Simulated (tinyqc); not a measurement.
Shallow acceptor in the spherical model (Baldereschi-Lipari), strong spin-orbit limit: one step, computed by the program tinyqc. Command: `OMP_NUM_THREADS=1 python tinyqc.py 3018292 3018293 out.jsonl acceptor walk`. One thread of a shared host (Intel(R) Xeon(R) Processor @ 2.30GHz), about 0.01 s of CPU time with the checks.

The 1S(3/2) state has an s envelope f(r) and a d envelope g(r). In effective units they obey -(f'' + 2f'/r + 2f/r) + mu (g'' + 5g'/r + 3g/r^2) = E f and -(g'' + 2g'/r - 6g/r^2 + 2g/r) + mu (f'' - f'/r) = E g. The cubic term, the split-off band and the central cell are left out.

Task: Effective units and couplings. Ry* = Ry/(gamma_1 eps^2), a* = a_0 eps gamma_1, mu = (6 gamma_3 + 4 gamma_2)/(5 gamma_1), delta = (gamma_3 - gamma_2)/gamma_1; spherical masses 1/(gamma_1 (1 - mu)) (heavy) and 1/(gamma_1 (1 + mu)) (light).

Inputs (values chosen for the exercise, modelled on InP): Luttinger gamma_1 = 5.16; Luttinger gamma_2 = 1.57; Luttinger gamma_3 = 2.09; dielectric constant eps = 12.1.

Constants: Ry = 13.605693123 eV; a_0 = 0.529177210903 angstrom.

Give: Ry*; a*; mu; delta; heavy-hole mass; light-hole mass.

Result:

Ry* = 18.01 meV

a* = 33.04 angstrom

mu = 0.7295

delta = 0.1008

heavy-hole mass = 0.7163 m_0

light-hole mass = 0.1121 m_0
